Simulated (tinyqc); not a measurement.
# MOSFET in the linear regime without short-channel effects, parameter extraction from computed curves: extraction methods against the source plus drain resistance

Inversion charge Q = Cox n Vt W0(exp((Vg - VT)/(n Vt))), W0 the Lambert function and n = nf; u = Q/Cox; mobility mu = mu0/(1 + th1 u + th2 u^2); channel resistance Rch = (L - dL)/(W mu Q); Id = Vd/(Rch + Rsd/W). Cox = eps0 eox/tox. Small Vd, no channel-length or drain effects.

From the continuous curve Id(Vg): tangent at peak gm (V_ext = Vg - Id/gm); constant current Id = 0.1 uA W/L; peak of d2Id/dVg2; Y = Id/sqrt(gm) drawn through Vg = VT + 0.6 and VT + 0.8 V, with intercept VT_Y and slope s. Mobilities gm,max L/(W Cox Vd) and s^2 L/(W Cox Vd) with the drawn L. Last column: share of Rsd/W in the total resistance at VT + 0.8 V.

Parameters, values chosen for the exercise; channel values of the order met in silicon transistors:
- T = 300 K (temperature)
- eox = 3.9 (relative permittivity of the gate insulator (close to silicon dioxide))
- tox = 1.1 nm (insulator thickness)
- mu0 = 190 cm^2/(V s) (low-field mobility)
- th1 = 0.71 1/V (first mobility attenuation factor)
- th2 = 0 1/V^2 (second mobility attenuation factor)
- VT = 0.62 V (threshold voltage)
- nf = 1.2 (body factor)
- W = 1 um (gate width)
- L = 0.17 um (drawn gate length)
- dL = 0.02 um (drawn less effective length)
- Vd = 0.02 V (drain voltage)

Constants: q = 1.602176634e-19 C, kB = 1.380649e-23 J/K, Vt = kB T/q, eps0 = 8.8541878128e-14 F/cm where lengths are in cm. Results are converted to the units shown.

Result of one run:
columns A: Rsd (ohm um); B: V_ext (V); C: constant current (V); D: second derivative (V); E: VT_Y (V); F: mobility from gm (cm^2/(V s)); G: mobility from Y (cm^2/(V s)); H: series share (%)
```
A       B      C      D      E    F    G     H
50  0.614  0.583  0.609  0.665  139  195  8.53
```

What becomes of these results when the source plus drain resistance Rsd is changed from 50 to 400 ohm um, all else the same?

Result of the changed run:
columns A: Rsd (ohm um); B: V_ext (V); C: constant current (V); D: second derivative (V); E: VT_Y (V); F: mobility from gm (cm^2/(V s)); G: mobility from Y (cm^2/(V s)); H: series share (%)
```
A        B      C      D      E    F    G     H
400  0.598  0.584  0.603  0.665  111  195  42.7
```

The whole series:
columns A: Rsd (ohm um); B: V_ext (V); C: constant current (V); D: second derivative (V); E: VT_Y (V); F: mobility from gm (cm^2/(V s)); G: mobility from Y (cm^2/(V s)); H: series share (%)
```
A         B      C      D      E     F    G     H
0     0.619  0.583  0.610  0.665   146  195     0
50    0.614  0.583  0.609  0.665   139  195  8.53
100   0.611  0.583  0.608  0.665   133  195  15.7
200   0.606  0.583  0.606  0.665   124  195  27.2
400   0.598  0.584  0.603  0.665   111  195  42.7
800   0.588  0.584  0.598  0.665  93.4  195  59.9
1500  0.578  0.585  0.591  0.665  75.6  195  73.7
```

The model has VT = 0.62 V and mu0 = 190 cm^2/(V s). Over the table the extracted thresholds move by 41 mV (tangent), 1.8 mV (constant current), 19 mV (second derivative), under 0.5 mV (Y function). The mobility from gm falls from 146 to 75.6 and that from Y stays near 195 cm^2/(V s). Y cancels the series resistance, which multiplies Id and sqrt(gm) by the same factor.

tinyqc, about 0.01 s, one thread, Intel Xeon 2.30GHz (shared host): `OMP_NUM_THREADS=1 python tinyqc.py 2210158 2210159 out.jsonl`
